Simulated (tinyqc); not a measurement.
Inside a calculation: inversion layer as a triangular well, valleys of the Ge type. Values are carried at full precision from step to step, so a last printed digit may differ when a step is redone from the rounded ones.

Four ellipsoidal valleys (eight halves) with their long axes along <111>, mass ml along the axis and mt across it. For a valley whose axis makes the angle theta with the surface normal, 1/m_z = cos^2(theta)/ml + sin^2(theta)/mt sets the confinement; in the plane the masses are m_1 = mt and m_2 = ml mt/m_z, and m_d = sqrt(m_1 m_2). The Gamma and Delta valleys are left out; the heavy Delta valleys, about 0.18 eV up, can lie lowest under strong confinement.

Constants: e^2/(4 pi eps0) = 14.39964547 eV angstrom; hbar^2/2m0 = 3.80998211 eV angstrom^2; kB = 8.617333262e-05 eV/K.

Values chosen for the exercise (near those of Ge; the results hold for these values, not for the real material): ml = 1.58 m0 (longitudinal mass); mt = 0.083 m0 (transverse mass); face = 100 (surface); eps = 15.7 (dielectric constant); Ns = 1.3 x 1e12/cm^2 (electron sheet density); Nd = 0.14 x 1e12/cm^2 (depletion charge); eta = 0.75 (share of Ns in the effective field); T = 300 K (temperature); tox = 14 angstrom (SiO2-equivalent oxide thickness).

## Valley masses on the (100) face

Group the valleys by their angle to the normal, heaviest m_z first.

Valleys (masses in m0):

| valleys g | cos^2(theta) | m_z | m_1 | m_2 | m_d |
|---|---|---|---|---|---|
| 4 | 0.3333 | 0.1213 | 0.0830 | 1.0810 | 0.2995 |

All valleys are equivalent on this face.

## Effective field

The field is taken as constant, e F = 4 pi (e^2/4 pi eps0)(Nd + eta Ns)/eps, with 1e12/cm^2 = 1e-4/angstrom^2, and the oxide as a hard wall at z = 0; c = hbar^2/2m0.

Find e F, and F in MV/cm (1 MV/cm = 0.01 V/angstrom).

e F = 0.00128510 eV/angstrom
F = 0.1285 MV/cm

## Subband ladders

Level j of a valley lies at E_j = a_j (c (e F)^2/m_z)^(1/3) above the band edge at the surface, with the Airy zeros a_j = 2.338107, 4.087949, 5.520560, 6.786708, 7.944134, 9.022651, 10.040174, 11.008524, 11.936016, 12.828777, and has <z> = 2 E_j/(3 e F).

The ten lowest levels of all groups of valleys together, j = 0, 1, ..., c = hbar^2/2m0; primes mark the groups with lighter m_z.

Subbands:

| label | valleys g | m_d (m0) | E (eV) | <z> (angstrom) |
|---|---|---|---|---|
| 0 | 4 | 0.2995 | 0.0872 | 45.23 |
| 1 | 4 | 0.2995 | 0.1525 | 79.09 |
| 2 | 4 | 0.2995 | 0.2059 | 106.80 |
| 3 | 4 | 0.2995 | 0.2531 | 131.30 |
| 4 | 4 | 0.2995 | 0.2963 | 153.69 |
| 5 | 4 | 0.2995 | 0.3365 | 174.56 |
| 6 | 4 | 0.2995 | 0.3744 | 194.24 |
| 7 | 4 | 0.2995 | 0.4105 | 212.98 |
| 8 | 4 | 0.2995 | 0.4451 | 230.92 |
| 9 | 4 | 0.2995 | 0.4784 | 248.19 |

The second subband is 1, 65.3 meV above the first.

## Fermi level and populations

Subband i holds n_i = g m_d/(2 pi c) kB T ln(1 + exp((EF - E_i)/kB T)) (spin included), and EF is fixed by sum n_i = Ns over the levels listed or, where none are listed, over j = 0 to 9 of each group; 1e12/cm^2 = 1e-4/angstrom^2.

Solve for EF; c = hbar^2/2m0. The mean distance is sum n_i <z>_i/Ns.

EF = 0.0266 eV

Populations:

| label | (EF - E)/kB T | n (1e12/cm^2) | share (%) |
|---|---|---|---|
| 0 | -2.34 | 1.186 | 91.2 |
| 1 | -4.87 | 0.099 | 7.6 |
| 2 | -6.93 | 0.013 | 1.0 |
| 3 | -8.76 | 0.002 | 0.2 |
| 4 | -10.43 | 0.000 | 0.0 |
| 5 | -11.99 | 0.000 | 0.0 |
| 6 | -13.45 | 0.000 | 0.0 |
| 7 | -14.85 | 0.000 | 0.0 |
| 8 | -16.19 | 0.000 | 0.0 |
| 9 | -17.48 | 0.000 | 0.0 |

mean distance from the surface = 48.59 angstrom

The lowest subband holds 91.2 % of the electrons and is partly degenerate (EF within a few kB T of its edge).

## Effect on the gate capacitance

The charge sits at the mean distance <z> from the surface, which adds (3.9/eps) <z> to the oxide thickness; C/Cox = tox/(tox + 3.9 <z>/eps). The density-of-states term is left out.

added thickness = 12.07 angstrom
C/Cox = 0.537

## Checks

- Lowest level by finite differences against the Airy formula, eV: both 0.0872.

Program tinyqc; command `OMP_NUM_THREADS=1 python tinyqc.py 1280138 1280139 out.jsonl`; about 0.01 s on one thread of a shared Intel(R) Xeon(R) Processor @ 2.30GHz.
